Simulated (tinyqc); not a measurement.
# Single-junction solar cell, detailed-balance limit: two studies

Every photon above the gap Eg makes one pair and none below is absorbed; carriers thermalise at T and move without loss. Jsc = q fs X Phi(Eg, Ts); the dark current is J0 = q ge Phi(Eg, T)/ERE with the Boltzmann factor exp(V/Vt). The efficiency is the electrical power over fs X sigma Ts^4.

Inputs (values chosen for the exercise): cell temperature T = 350 K; temperature of the black-body sun Ts = 7000 K; share of the hemisphere filled by the sun fs = 2.16e-5; concentration X = 1; external radiative efficiency ERE = 0.0001; number of faces that emit ge = 1; band gap Eg = 2.13 eV.

Constants: q = 1.602176634e-19 C, kB = 1.380649e-23 J/K, h = 6.62607015e-34 J s, c = 299792458 m/s, Vt = kB T/q. Results are converted to the units shown.

Each table varies one quantity; the others keep the values above.

## Effect of the band gap

Photon flux above E from a black body at temperature T into a hemisphere: Phi(E, T) = A sum_k exp(-k E/th)[E^2 th/k + 2 E th^2/k^2 + 2 th^3/k^3], k = 1, 2, ..., with th = kB T/q in eV and A = 2 pi q^3/(h^3 c^2). J(V) = Jsc - J0 (exp(V/Vt) - 1); Voc = Vt ln(1 + Jsc/J0); at maximum power v = Vmp/Vt solves (1 + v) exp(v) = 1 + Jsc/J0. Pin = fs X sigma Ts^4, sigma = 2 pi^5 kB^4/(15 h^3 c^2). FF = Vmp Jmp/(Voc Jsc).

Effect of the band gap:
```
Eg (eV)  Jsc (mA/cm^2)  Voc (V)  Eg/q - Voc (V)      FF  efficiency (%)
0.7              146.7   0.1972          0.5028  0.6060           5.962
0.9              130.9   0.3792          0.5208  0.7357           12.42
1.1              114.8   0.5635          0.5365  0.7984           17.57
1.3              99.25   0.7493          0.5507  0.8358           21.14
1.5              84.67   0.9360          0.5640  0.8608           23.20
1.7              71.40    1.123          0.5765  0.8787           23.97
1.9              59.59    1.311          0.5886  0.8923           23.71
2.1              49.28    1.500          0.6003  0.9029           22.69
```

As Eg goes from 0.7 to 2.1 eV, Jsc falls from 147 to 49.3 mA/cm^2, Voc rises from 0.197 to 1.50 V and the efficiency goes from 5.96 through a maximum of 24.0 (at Eg = 1.7 eV among the rows listed) to 22.7 %. A wider gap raises the voltage and loses photons, hence the maximum.

## Effect of the concentration

Same model as above.

FF = Vmp Jmp/(Voc Jsc).

Effect of the concentration:
```
X     Jsc (mA/cm^2)  Voc (V)  Eg/q - Voc (V)       FF  efficiency (%)
1            47.856   1.5280         0.60198  0.90435          22.488
3            143.57   1.5612         0.56885  0.90594          23.016
10           478.56   1.5975         0.53254  0.90762          23.595
30           1435.7   1.6306         0.49940  0.90909          24.123
100          4785.6   1.6669         0.46309  0.91065          24.703
300           14357   1.7000         0.42995  0.91202          25.232
1000          47856   1.7364         0.39364  0.91348          25.812
3000       1.4357e5   1.7695         0.36051  0.91476          26.341
```

As X goes from 1 to 3000, Jsc rises from 47.9 to 1.44e5 mA/cm^2, Voc rises from 1.53 to 1.77 V and the efficiency rises from 22.5 to 26.3 %. Voc gains 69.4 mV a decade of concentration (Vt ln 10), while Jsc/Pin stays the same. For X = 1000 to 3000 the current passes 20 A/cm^2, where series resistance and heating, left out here, would dominate.

Computed by the program tinyqc: `OMP_NUM_THREADS=1 python tinyqc.py 2820039 2820040 out.jsonl`, one thread of a shared Intel Xeon 2.30GHz, about 0.01 s for the whole run.
